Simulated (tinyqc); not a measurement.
Signal and retention of a DRAM cell: effect of the cell capacitance.

A stored one starts at Vd and leaks: Cs dV/dt = -I(V), I = a sqrt((V + Vb)/(Vd + Vb)) + b, with a = Ig exp[-(Eg1 q/kB)(1/T - 1/T0)] (generation in a depletion layer) and b = Is exp[-(Es q/kB)(1/T - 1/T0)]. The bit line is precharged to Vd/2, and charge sharing gives the signal (V - Vd/2) Cs/(Cs + Cb).

The cell fails below Vc = Vd/2 + dm (Cs + Cb)/Cs. With s = sqrt((Vc + Vb)/(Vd + Vb)), the time from Vd to Vc is t = [2 Cs (Vd + Vb)/a] [1 - s - (b/a) ln((a + b)/(a s + b))]. This time is the median of a log-normal spread: failing cells = Nc erfc(z/sqrt 2)/2, z = ln(t/tr)/sg.

Values chosen for this exercise:
- Vd = 1.3 V (array voltage)
- Cb = 68 fF (bit-line capacitance)
- dm = 67 mV (smallest signal that the sense amplifier resolves)
- Vb = 1.62 V (built-in plus back-bias voltage of the storage junction)
- Ig = 0.65 fA (junction leakage at V = Vd and T0)
- Is = 0.064 fA (voltage-independent leakage at T0)
- Es = 0.29 eV (activation energy of Is)
- T0 = 358 K (reference temperature)
- T = 358 K (temperature)
- sg = 0.59 (deviation of ln(retention time) over the cells)
- Nc = 1.72e10 (cells)
- tr = 32 ms (refresh interval)
- Eg1 = 0.64 eV (activation energy of Ig)

Constants: q = 1.602176634e-19 C, kB = 1.380649e-23 J/K. Results are converted to the units shown.

Result of one run:
```
Vc (V)	retention time (s)	failing cells
1.0967	3.4734	1.6793e-5
```

Which cell capacitance Cs gave this result: 8, 12, 16, 24 or 32 fF?

Cs = 12 fF.

The whole series:
```
Cs (fF)	Vc (V)	retention time (s)	failing cells
8	1.2865	0.15142	7.2477e7
12	1.0967	3.4734	1.6793e-5
16	1.0017	6.8468	8.1664e-10
20	0.94480	10.242	1.2137e-12
24	0.90683	13.649	8.8208e-15
28	0.87971	17.062	1.6318e-16
32	0.85938	20.479	5.6169e-18
```

The retention time rises from 0.151 to 20.5 s, as Cs^(7.73) between the first two rows and Cs^(1.37) between the last two: faster than Cs, because the margin Vd - Vc grows too. It vanishes at Cs = 7.81 fF, where even a fresh one gives only dm.

Range of the model: Real arrays also hold a tail of unusually leaky cells and cells whose retention varies in time, which this model lacks.

Program tinyqc, `OMP_NUM_THREADS=1 python tinyqc.py 2130160 2130161 out.jsonl`; Intel Xeon 2.30GHz, shared host, one thread, about 0.01 s.
